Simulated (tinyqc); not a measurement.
Worked calculation: Hueckel theory of the pi electrons, for the molecule Oc1cccc2c1C=C2 (SMILES; centres numbered as the heavy atoms are written). One step of it, computed by the program tinyqc.

Question. Energy, charges, bond orders. E = sum n x; q_r = z_r - P_rr; bond order p = P_rs; free valence = sqrt(3) - sum of p over the bonds of the atom.

x values: [2.488635, 2.071265, 1.442818, 0.952083, 0.247518, -0.273304, -1.143606, -1.488621, -2.366788]

occupations: [2.000000, 2.000000, 2.000000, 2.000000, 2.000000, 0.000000, 0.000000, 0.000000, 0.000000]

charge and bond-order matrix P:
```
           1O         2C         3C         4C         5C         6C         7C         8C
1O   1.946541   0.232626  -0.096291  -0.031770   0.045755  -0.001863  -0.158586  -0.033562
2C   0.232626   0.955211   0.544645   0.015182  -0.171747  -0.004190   0.708833   0.017532
3C  -0.096291   0.544645   1.016224   0.736501  -0.008567  -0.348204   0.022536   0.171346
4C  -0.031770   0.015182   0.736501   0.992475   0.560044   0.003791  -0.341047  -0.009364
5C   0.045755  -0.171747  -0.008567   0.560044   1.004833   0.729083  -0.012927  -0.350510
6C  -0.001863  -0.004190  -0.348204   0.003791   0.729083   0.996909   0.547873   0.005232
7C  -0.158586   0.708833   0.022536  -0.341047  -0.012927   0.547873   1.058613   0.222576
8C  -0.033562   0.017532   0.171346  -0.009364  -0.350510   0.005232   0.222576   0.988114
9C   0.106259  -0.338740  -0.014368   0.161882   0.008795   0.216691  -0.047734   0.892498

           9C
1O   0.106259
2C  -0.338740
3C  -0.014368
4C   0.161882
5C   0.008795
6C   0.216691
7C  -0.047734
8C   0.892498
9C   1.041081
```

Centres:
```
centre  z_r, pi electrons of the neutral centre         h
1O                                            2  1.930000
2C                                            1  0.000000
3C                                            1  0.000000
4C                                            1  0.000000
5C                                            1  0.000000
6C                                            1  0.000000
7C                                            1  0.000000
8C                                            1  0.000000
9C                                            1  0.000000
```

Bonds:
```
i  j         k
1  2  0.710000
2  3         1
3  4         1
4  5         1
5  6         1
6  7         1
7  8         1
8  9         1
7  2         1
9  6         1
```

Give: pi energy = 10 alpha + this times beta; pi charges; Bond orders and lengths from R = 1.517 - 0.180 p; free valence of the carbons; gap between the highest filled and the next level.

Answer.

pi energy = 10 alpha + this times beta = 14.405

pi charges: 1O 0.053, 2C 0.045, 3C -0.016, 4C 0.008, 5C -0.005, 6C 0.003, 7C -0.059, 8C 0.012, 9C -0.041

Bond orders and lengths from R = 1.517 - 0.180 p (angstrom, C-C alone):
```
bond      p      R
1-2   0.233      -
2-3   0.545  1.419
3-4   0.737  1.384
4-5   0.560  1.416
5-6   0.729  1.386
6-7   0.548  1.418
7-8   0.223  1.477
8-9   0.892  1.356
7-2   0.709  1.389
9-6   0.217  1.478
```

free valence of the carbons: 2C 0.246, 3C 0.451, 4C 0.436, 5C 0.443, 6C 0.238, 7C 0.253, 8C 0.617, 9C 0.623

gap between the highest filled and the next level = 0.521 |beta|
